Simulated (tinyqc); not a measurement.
Orbital energy against energy difference: ionisation energy by orbital energies and by energy differences in the 6-31g* basis, for H4, spin multiplicity 1. Computed by the program tinyqc with PySCF. 

Geometry (angstrom):
```
atom       x       y       z
H     0.0000  0.0000  0.0000
H     0.0000  0.0000  0.8040
H     0.0000  0.0000  1.7820
H     0.0000  0.0000  2.5850
```

CCSD(T) difference in the same basis = 12.7905 eV

IP-EOM-CCSD = 12.8009 eV

The cation is unrestricted; errors are against CCSD(T) in this basis, not against experiment.

First vertical ionisation energy (eV):
```
method     -e(HOMO)  E(cation) - E  error of -e(HOMO)  error of the difference
HF           12.986       12.24236              0.195                   -0.548
LDA           8.007       12.65001             -4.784                   -0.141
PBE           8.102       12.71489             -4.689                   -0.076
B3LYP         9.328       12.94772             -3.463                    0.157
PBE0          9.503       12.83429             -3.288                    0.044
CAM-B3LYP    10.922       12.91583             -1.869                    0.125
LC-wPBE      12.323       12.95766             -0.468                    0.167
```

Koopmans errs by +0.20 eV and Delta-HF by -0.55 eV: relaxation, 0.74 eV, lowers the value and the missing correlation difference works against it. The PBE level is off by -4.7 eV through the wrong tail of its potential, though its energy difference is off by -0.08 eV; exact exchange deepens the level, and among the orbital energies HF comes closest; among the differences PBE0 does.
